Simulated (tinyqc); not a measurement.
Exciton in an atomically thin sheet (Rytova-Keldysh potential): one step. Overlap and kinetic matrices.

Relative motion in the plane with V(k) = -2 pi q/(k (kap + r0 k)), q = e^2/(4 pi eps0), c = hbar^2/2m0. Normalised Gaussians exp(-a_i r^2): with A = a_i + a_j, S_ij = 2 sqrt(a_i a_j)/A, T_ij = (4c/mu)(a_i a_j/A) S_ij, V_ij = -q S_ij times the integral over k from 0 to infinity of exp(-k^2/4A)/(kap + r0 k).

Constants: hbar^2/2m0 = 3.80998211 eV angstrom^2.

Inputs chosen for the exercise (out of a larger set: near those of a MoTe2 monolayer; not measured data): al = (0.000222, 0.001, 0.0045, 0.0203, 0.0911) 1/angstrom^2 (exponents a_i).

mu = 0.3126884 m0

Problem. Form S and T.

Give: S; T.

Solution.

S:
```
         1        2        3        4        5
1  1.00000  0.77114  0.42334  0.20689  0.09849
2  0.77114  1.00000  0.77139  0.42306  0.20727
3  0.42334  0.77139  1.00000  0.77078  0.42358
4  0.20689  0.42306  0.77078  1.00000  0.77206
5  0.09849  0.20727  0.42358  0.77206  1.00000
```

T (eV):
```
         1        2        3        4        5
1  0.00541  0.00683  0.00437  0.00221  0.00106
2  0.00683  0.02437  0.03076  0.01965  0.00999
3  0.00437  0.03076  0.10966  0.13838  0.08853
4  0.00221  0.01965  0.13838  0.49469  0.62467
5  0.00106  0.00999  0.08853  0.62467  2.22003
```

(tinyqc, `OMP_NUM_THREADS=1 python tinyqc.py 1282777 1282778 out.jsonl`, Intel(R) Xeon(R) Processor @ 2.30GHz, 1 thread, shared host, about 0.05 s.)
